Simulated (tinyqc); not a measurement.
Interdiffusion of a quantum well during annealing: blurred potential and shift of the confined levels: one step, computed by the program tinyqc. Command: `OMP_NUM_THREADS=1 python tinyqc.py 3023337 3023338 out.jsonl qwi walk`. One thread of a shared host (Intel(R) Xeon(R) Processor @ 2.30GHz), about 0.07 s of CPU time with the checks.

A square well of width w is blurred by Fick diffusion with a constant coefficient; band offsets are linear in composition, masses are uniform, and strain and excitons are ignored.

Problem. Diffusion length. D = D0 exp(-E/(k_B T)); L = sqrt(D t); share of well material at the centre erf(w/(4L)); 1 nm = 1e-7 cm. Temperatures in kelvin are T(C) + 273.15.

Inputs (values chosen for the exercise, modelled on InGaAs in InP):

| quantity | value | unit |
|---|---|---|
| well width w | 4.3 | nm |
| prefactor D0 | 5.1 | cm^2/s |
| activation energy E | 3.37 | eV |
| anneal temperature T | 780 | C |
| anneal time t | 18 | s |

Constants: k_B = 8.617333262e-05 eV/K.

Give: diffusivity D; diffusion length L; ratio L/w; share at the centre.

Solution.

diffusivity D = 3.808e-16 cm^2/s

diffusion length L = 0.8279 nm

ratio L/w = 0.1925

share at the centre = 0.9337
